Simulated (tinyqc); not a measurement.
Worked calculation: molecular dynamics of a small cluster by velocity Verlet steps. Computed by tinyqc, a small Python program that keeps every step. Command: `OMP_NUM_THREADS=1 python tinyqc.py 3028592 3028593 out.jsonl verlet walk`. One thread of a shared host (Intel(R) Xeon(R) Processor @ 2.30GHz), about 0.2 s of CPU time with the checks. Intermediate numbers are printed to about 7 digits and carried at full precision; extremes and crossings named in words are read from the listed rows.

E = sum_(i<j) phi(r_ij), phi(r) = eps [exp(-2 alpha (r - r0)) - 2 exp(-alpha (r - r0))]; the force on i is -sum_j phi'(r_ij) (R_i - R_j)/r_ij.

Inputs (values chosen for the exercise, for model atoms):

| quantity | value | unit |
|---|---|---|
| length r0 | 3.17 | angstrom |
| well depth eps | 0.46 | eV |
| stiffness alpha | 1.86 | 1/angstrom |
| atomic mass M | 107 | u |
| time step dt | 12 | fs |
| steps | 300 | - |
| target temperature T0 | 300 | K |
| coupling time tau | 500 | fs |

Potential: Morse. Thermostat: Berendsen.

starting positions (angstrom):
```
            x      y      z
atom 1  -0.04  -0.01   0.02
atom 2   3.12   0.06  -0.07
atom 3   1.55   2.73  -0.01
atom 4   1.61   0.91   2.69
```

starting velocities (angstrom/fs):
```
               x         y         z
atom 1  -0.00112    0.0006   0.00017
atom 2   -0.0004   -0.0005   0.00095
atom 3   0.00142  -0.00077  -0.00132
atom 4    0.0001   0.00068   0.00019
```

Constants: 1 eV/(angstrom u) = 9.648533212e-03 angstrom/fs^2; k_B = 8.617333262e-05 eV/K.

## State at the start

Velocity Verlet: a = c F/M with c = 9.648533212e-3 angstrom/fs^2 per eV/(angstrom u); R(new) = R + v dt + a dt^2/2; v(new) = v + (a + a(new)) dt/2. Kinetic energy K = M v^2/(2c); temperature T = 2K/((3N - 3) k_B), rotation of the cluster included. After each step v is scaled by sqrt(1 + (dt/tau)(T0/T - 1)).

forces (eV/angstrom):
```
                 x           y           z
atom 1   0.0933566   0.0622519   0.1987095
atom 2   0.0655986  -0.1835493   0.1809879
atom 3  -0.1350463   0.1259349   0.1851712
atom 4  -0.0239089  -0.0046375  -0.5648686
```

potential energy = -2.716127 eV

kinetic energy = 0.04333882 eV

temperature = 111.7613 K

## Step 1

The formulas are those given above.

positions after step 1 (angstrom):
```
                x          y          z
atom 1  -0.052834  -0.002396   0.023330
atom 2   3.115626   0.052808  -0.057425
atom 3   1.566163   2.721578  -0.024638
atom 4   1.611045   0.918130   2.688613
```

new forces (eV/angstrom):
```
                 x           y           z
atom 1   0.1246278   0.0674287   0.2020650
atom 2   0.0764975  -0.2384156   0.1663556
atom 3  -0.1650944   0.1726411   0.1865981
atom 4  -0.0360309  -0.0016543  -0.5550187
```

velocities after step 1 (angstrom/fs):
```
                   x             y             z
atom 1  -0.001024021   0.000684848   0.000395312
atom 2  -0.000330201  -0.000744259   0.001162862
atom 3   0.001285171  -0.000621792  -0.001143376
atom 4   0.000069051   0.000691422  -0.000425017
```

total energy = -2.670910 eV

## Step 2

The formulas are those given above.

positions after step 2 (angstrom):
```
                x         y          z
atom 1  -0.064313  0.006260   0.029386
atom 2   3.112160  0.042329  -0.042391
atom 3   1.580513  2.715237  -0.037147
atom 4   1.611639  0.926416   2.679909
```

new forces (eV/angstrom):
```
                 x           y           z
atom 1   0.1452051   0.0670431   0.1924064
atom 2   0.0814588  -0.2719603   0.1393043
atom 3  -0.1794985   0.2016145   0.1761281
atom 4  -0.0471654   0.0033028  -0.5078388
```

velocities after step 2 (angstrom/fs):
```
                   x             y             z
atom 1  -0.000893854   0.000771256   0.000619707
atom 2  -0.000249151  -0.001038782   0.001352174
atom 3   0.001118534  -0.000426862  -0.000964196
atom 4   0.000024472   0.000704791  -0.001018088
```

total energy = -2.669271 eV

## Fastest vibration

Relax the cluster, diagonalise the Hessian (central differences): omega_max = sqrt(c lambda_max/M). Verlet steps are stable for omega_max dt < 2.

omega_max = 0.03388252 1/fs

shortest period = 185.4403 fs

omega_max dt = 0.4065903

The step is 1/15.5 of the shortest period.

## The trajectory

Spread = largest minus smallest value. The test of the step is the spread (largest minus smallest) of the total energy over the run without thermostat, against the spread of K; the step passes below 5 %. The mean T is over the second half.

Course of the run (evenly spaced rows):

| step | t (fs) | U (eV) | K (eV) | U + K (eV) | T (K) |
|---|---|---|---|---|---|
| 0 | 0 | -2.716127 | 0.0433388 | -2.672789 | 111.7613 |
| 21 | 252 | -2.724733 | 0.0750681 | -2.649664 | 193.5843 |
| 42 | 504 | -2.729386 | 0.0951188 | -2.634267 | 245.2907 |
| 63 | 756 | -2.729785 | 0.1055096 | -2.624276 | 272.0862 |
| 84 | 1008 | -2.737642 | 0.1204538 | -2.617188 | 310.6241 |
| 105 | 1260 | -2.733593 | 0.1218193 | -2.611774 | 314.1454 |
| 126 | 1512 | -2.735461 | 0.1250540 | -2.610407 | 322.4869 |
| 147 | 1764 | -2.704907 | 0.0972416 | -2.607665 | 250.7649 |
| 168 | 2016 | -2.702073 | 0.0949638 | -2.607109 | 244.8909 |
| 189 | 2268 | -2.717038 | 0.1096523 | -2.607385 | 282.7693 |
| 210 | 2520 | -2.744436 | 0.1364579 | -2.607978 | 351.8950 |
| 231 | 2772 | -2.740023 | 0.1316219 | -2.608401 | 339.4243 |
| 252 | 3024 | -2.737286 | 0.1297539 | -2.607532 | 334.6071 |
| 273 | 3276 | -2.728256 | 0.1221829 | -2.606073 | 315.0830 |
| 294 | 3528 | -2.731695 | 0.1241711 | -2.607524 | 320.2102 |

spread of the total energy = 0.001043705 eV

spread of the total over spread of K = 0.02506776

mean temperature = 300.4837 K

The total energy keeps within 2.5 % of the swings of K, so the step passes. With the thermostat the mean T is 300 K, against the target 300 K; the scaling adds or removes energy, so U + K is not conserved in the table.

## Energy conservation against the time step

Velocity Verlet: a = c F/M with c = 9.648533212e-3 angstrom/fs^2 per eV/(angstrom u); R(new) = R + v dt + a dt^2/2; v(new) = v + (a + a(new)) dt/2. Kinetic energy K = M v^2/(2c); temperature T = 2K/((3N - 3) k_B), rotation of the cluster included. Runs without thermostat over the same span of time, steps x dt; spread = largest minus smallest value. For contrast, the energy gained over the first 30 dt (dt of the inputs) by explicit Euler steps: R(new) = R + v dt, v(new) = v + a dt.

Energy error (eV):

| dt (fs) | omega_max dt | Verlet, spread of U + K | Euler, gain in U + K |
|---|---|---|---|
| 1.5 | 0.050824 | 1.642268e-05 | 0.022029 |
| 3.0 | 0.101648 | 6.563574e-05 | 0.054922 |
| 6.0 | 0.203295 | 2.627847e-04 | 0.180571 |
| 12.0 | 0.406590 | 1.043705e-03 | 1.191522 |
| 24.0 | 0.813181 | 3.840132e-03 | 6.166084 |
| 36.0 | 1.219771 | 1.416364e-02 | 5.365421 |

The Verlet error grows as dt^2.00 between the first rows, the second order of the method. Euler steps gain energy steadily: over that short span the gain in the first row is already 1300 times the Verlet spread of the whole run, and it grows as dt^1.32, tending to the first order of that method as dt shrinks. Caution: where the Euler gain approaches or exceeds the binding energy the cluster has blown apart.

Checks made by the program: time reversal over 50 steps (relative difference below 1e-10).
